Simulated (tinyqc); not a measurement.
Worked calculation: ROHF in the 6-311g basis, for H2, spin multiplicity 3. One step of it, computed by the program tinyqc.

Task: Iteration 4: DIIS coefficients. Solve [B -1; -1 0][c; lambda] = [0; -1] for the coefficients, which sum to one.

B (overlaps of the stored error matrices):
```
,1,2
1,8.2827221e-03,1.3779116e-03
2,1.3779116e-03,3.7916227e-04
```

Give: DIIS coefficients.

Result:

DIIS coefficients: -0.1691  1.1691
